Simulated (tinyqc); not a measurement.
A discretised effective-mass wire between two leads, recursive Green functions: one step of the calculation.

Finite differences on a grid of step a give a chain with hopping -t, t = C/(m a^2), C = hbar^2/(2 m0), and site energies 2 t + U_i for the N = 6 sites of the device; the semi-infinite leads have site energy 2 t. Each slice is one site, and V = -t couples neighbouring slices.

Question. Transmission. T(E) = Tr[Gamma G_(N,1) Gamma G_(N,1)^dagger]. Conductance (2 q^2/h) T(E).

Constants: q = 1.602176634e-19 C, h = 6.62607015e-34 J s. Results are converted to the units shown.

G_(N,1) = -0.21747223-0.72934928i 1/eV
Gamma = 0.27941497 eV

Find: T(E); conductance.

Answer.

T(E) = 0.04522
conductance = 3.504 uS

Inverting the whole matrix gives the same value.

Program tinyqc, `OMP_NUM_THREADS=1 python tinyqc.py 2660118 2660119 out.jsonl`; Intel Xeon 2.30GHz, shared host, one thread, about 0.02 s.
